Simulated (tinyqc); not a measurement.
# Ellipsometry and reflectance of a transparent film on an absorbing substrate: what changes with what

Air (index 1), film, substrate with N2 = n2 - i k2; time factor exp(+i w t). q_j = sqrt(N_j^2 - sin^2 th), root with positive real part. Fresnel coefficients r_s = (q_a - q_b)/(q_a + q_b), r_p = (N_b^2 q_a - N_a^2 q_b)/(N_b^2 q_a + N_a^2 q_b). tan(Psi) exp(i Delta) = R_p/R_s, Delta taken from 0 to 360 degrees.

Inputs (values chosen for the exercise); indices close to those of a porous low-k film on silicon:
- lam = 800 nm (wavelength)
- th = 70 degrees (angle of incidence)
- n1 = 1.313 (index of the transparent film)
- d = 81 nm (film thickness)
- n2 = 3.692 (index of the substrate)
- k2 = 0.0065 (extinction coefficient of the substrate)

Each table varies one quantity; the others keep the values above.

## Psi and Delta against the film thickness

beta = 2 pi d q1/lam, X = exp(-2 i beta), R = (r01 + r12 X)/(1 + r01 r12 X) for p and s. The last column is the derivative of Delta.

Results:
```
d (nm)	Psi (degrees)	Delta (degrees)	|R_p|^2	|R_s|^2	dDelta/dd (degrees/nm)
0	9.1293	179.67	0.017583	0.68089	-2.0614
0.5	9.1311	178.64	0.017590	0.68089	-2.0607
1.5	9.1416	176.58	0.017631	0.68087	-2.0563
2	9.1502	175.56	0.017664	0.68085	-2.0526
2.5	9.1611	174.53	0.017706	0.68082	-2.0481
3	9.1742	173.51	0.017757	0.68079	-2.0426
3.5	9.1896	172.49	0.017817	0.68075	-2.0362
4	9.2072	171.47	0.017885	0.68071	-2.0289
```

Estimate the missing row, d = 1 nm.

Computed row:
```
d (nm)	Psi (degrees)	Delta (degrees)	|R_p|^2	|R_s|^2	dDelta/dd (degrees/nm)
1	9.1352	177.61	0.017606	0.68088	-2.0589
```

With this row back in the table: Delta falls from 179.67 to 171.47 degrees while Psi moves from 9.129 to 9.207: Delta changes 105 times as much as Psi. With the slope of the first row an error of 0.01 degree in Delta means 0.0049 nm.

## Effect of the index of the transparent film

Same model as above.

dDelta/dd is the derivative of Delta; period lam/(2 q1).

Result of one run:
```
n1	Psi (degrees)	Delta (degrees)	|R_p|^2	|R_s|^2	dDelta/dd (degrees/nm)	period (nm)
2.65	13.71	359.0	0.02659	0.4465	-2.357	161.4
```

What becomes of these results when the index of the transparent film n1 is changed from 2.65 to 2.05, all else the same?

Result of the changed run:
```
n1	Psi (degrees)	Delta (degrees)	|R_p|^2	|R_s|^2	dDelta/dd (degrees/nm)	period (nm)
2.05	28.86	47.35	0.1101	0.3622	-1.178	219.5
```

The whole series:
```
n1	Psi (degrees)	Delta (degrees)	|R_p|^2	|R_s|^2	dDelta/dd (degrees/nm)	period (nm)
1.25	21.26	102.9	0.09359	0.6183	-0.3215	485.3
1.45	26.35	86.17	0.1359	0.5539	-0.3610	362.2
1.65	28.87	74.02	0.1461	0.4806	-0.4751	294.9
1.85	29.79	61.73	0.1344	0.4102	-0.7346	251.0
2.05	28.86	47.35	0.1101	0.3622	-1.178	219.5
2.25	25.44	31.14	0.08019	0.3543	-1.668	195.7
2.45	19.90	14.95	0.05082	0.3877	-2.025	176.8
2.65	13.71	359.0	0.02659	0.4465	-2.357	161.4
```

Psi goes from 21.3 through a maximum of 29.8 (at n1 = 1.85 among the rows listed) to 13.7 degrees and |R_p|^2 goes from 0.0936 through a maximum of 0.146 (at n1 = 1.65 among the rows listed) to 0.0266. The slope of Delta is largest in size, 2.36 degrees/nm, at n1 = 2.65 among the rows.

Numbers from tinyqc (`OMP_NUM_THREADS=1 python tinyqc.py 2870203 2870204 out.jsonl`; about 0.4 s on one thread of a shared Intel Xeon 2.30GHz).
